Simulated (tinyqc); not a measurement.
Adsorption as a lattice gas: isotherms with interactions, competition, desorption peaks and saturation dose: one step, computed by the program tinyqc.

One adsorbate per site; a molecule needs 1 empty site. Gas and surface have the same temperature.

Question. Dose to saturate, flat and in a hole. Without desorption or interaction, 99 % coverage needs the time (N_s/(s0 F)) ln 100. For a round hole of aspect ratio a in molecular flow with unit sticking (Gordon), the time is N_s/F x [1 + (19/4) a + (3/2) a^2]. The larger of the two times is a rough guide.

Inputs (values chosen for the exercise, for a model surface):
```
quantity                                          value    unit
desorption energy E                                   1      eV
prefactor nu                                    6.3e+13     1/s
site density N_s                                    3.7  1/nm^2
sticking coefficient s0                            0.17       -
temperature T                                       463       K
aspect ratio a (depth over diameter) of a hole       10       -
```

Adsorption: molecular (first order).

flux F = 343811.1 1/(nm^2 s)

Give: time on a flat surface; time for the hole.

Answer.

time on a flat surface = 2.915e-04 s

time for the hole = 0.002136 s

The hole is limited by transport: for deep holes the dose grows as a^2. Caution: with k_d = nu exp(-E/(k_B T)) of these inputs desorption is not negligible over the time on a flat surface, so without interaction 99 % coverage is not reached.
